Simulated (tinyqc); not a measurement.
# Electron-beam lithography: double-Gaussian proximity function, edge placement and dose correction for parallel lines, step by step

A worked calculation. Computed by tinyqc, a small Python program that keeps every step. Command: `OMP_NUM_THREADS=1 python tinyqc.py 3113663 3113664 out.jsonl proximity walk`. One thread of a shared host (Intel(R) Xeon(R) Processor @ 2.30GHz), about 0.01 s of CPU time with the checks. Intermediate numbers are printed to about 7 digits and carried at full precision; extremes and crossings named in words are read from the listed rows.

Lines are infinitely long. Absorbed energy is counted so that the middle of a very large area written at dose 1 receives 1; the resist develops where it exceeds 1/2.

Inputs (values chosen for the exercise, of the order of those for 10 keV electrons in resist on silicon):
```
quantity                              value               unit
forward range alpha                    0.01         micrometre
backscatter range beta                  1.2         micrometre
backscatter ratio eta                  0.56                  -
base dose D0                            880  microcoulomb/cm^2
beam current                           0.51                 nA
pixel size                                4                 nm
width of the test line                0.039         micrometre
pattern density around the test line   0.16                  -
```

line widths (micrometre): 0.47  0.25  0.1  0.062  0.053

gaps between the lines (micrometre): 0.33  0.93  0.062  0.062

Constants: e = 1.602176634e-19 C.

## Layout

The first line starts at x = 0; each next one starts after the width and the gap.

Lines (micrometre):
```
line  left edge  right edge  centre
1         0.000       0.470  0.2350
2         0.800       1.050  0.9250
3         1.980       2.080  2.0300
4         2.142       2.204  2.1730
5         2.266       2.319  2.2925
```

## Interaction matrix

f(r) = [exp(-r^2/alpha^2)/alpha^2 + eta exp(-r^2/beta^2)/beta^2]/(pi (1 + eta)). A line from a to b at dose d gives E(x) = d [S(alpha) + eta S(beta)]/(1 + eta), S(s) = [erf((b - x)/s) - erf((a - x)/s)]/2. M_ij is the mean of E at the two edges of line i from line j at dose 1.

M:
```
           1          2          3          4          5
1  0.3959608  0.0298783  0.0020430  0.0008960  0.0005621
2  0.0565302  0.3621039  0.0072853  0.0035931  0.0024837
3  0.0088905  0.0181380  0.3373513  0.0102969  0.0085125
4  0.0061744  0.0143767  0.0166194  0.3309675  0.0088496
5  0.0044665  0.0115898  0.0160734  0.0103536  0.3294521
```

## Dose correction

Uncorrected edge energies are M 1. Solve M d = 1/2 for the doses d that put the mean edge energy of every line at the threshold.

edge energies at dose 1: 1 0.4293402, 2 0.4319963, 3 0.3831891, 4 0.3769876, 5 0.3719353

corrected doses: 1 1.164239, 2 1.150052, 3 1.314618, 4 1.336795, 5 1.355281

largest over smallest dose = 1.178452

Line 5 needs the most and line 2 the least; a narrow isolated line much wider than alpha would need 1 + eta = 1.56.

## Printed widths

Edges are the roots of E(x) = 1/2 between a line centre and the middle of the next gap. Three cases: dose 1 everywhere; one common dose equal to the mean of d; the corrected doses.

Width error, printed less drawn (nm):
```
line  drawn width (nm)     dose 1  mean dose  corrected
1                  470  -3.957773   1.876711   4.72e-04
2                  250  -3.805450   2.024666   1.46e-04
3                  100  -6.702567  -0.681386   1.10e-04
4                   62  -7.088669  -1.025016   6.50e-05
5                   53  -7.407265  -1.305383   5.40e-05
```

With the common mean dose the errors span 3.3 nm. With corrected doses the largest error is below 0.01 nm.

## Dose to size and latitude

A test line of width w << beta in surroundings of density rho, all at dose d: near its edge E(x) = d [S + eta rho]/(1 + eta), S = [erf((b - x)/alpha) - erf((a - x)/alpha)]/2 for edges a and b, the second term being the background energy. Dose to size d_s = (1 + eta)/(erf(w/alpha) + 2 eta rho), dose = d_s D0; edge slope d [1 - exp(-w^2/alpha^2)]/(sqrt(pi) alpha (1 + eta)); width change per 1 % of dose = 2 x 0.01 x (1/2)/slope.

dose to size d_s = 1.322931

dose = 1164.179 microcoulomb/cm^2

edge slope = 0.04784510 1/nm

width change per 1 % of dose = 0.2090078 nm

background energy = 0.07598372

The background supplies 15 % of the threshold.

## Shot noise and writing time

With dose = d_s D0: electrons per pixel N = dose x pixel area/e; relative noise 1/sqrt(N); time per cm^2 of pattern area = dose x density/current; pixel rate = current/(dose x pixel area).

electrons per pixel = 1162.598

shot noise = 2.932819 %

writing time per cm^2 = 101.4535 h

pixel rate = 2.737981 MHz

Checks made by the program: corrected edge energies (relative difference below 1e-10).
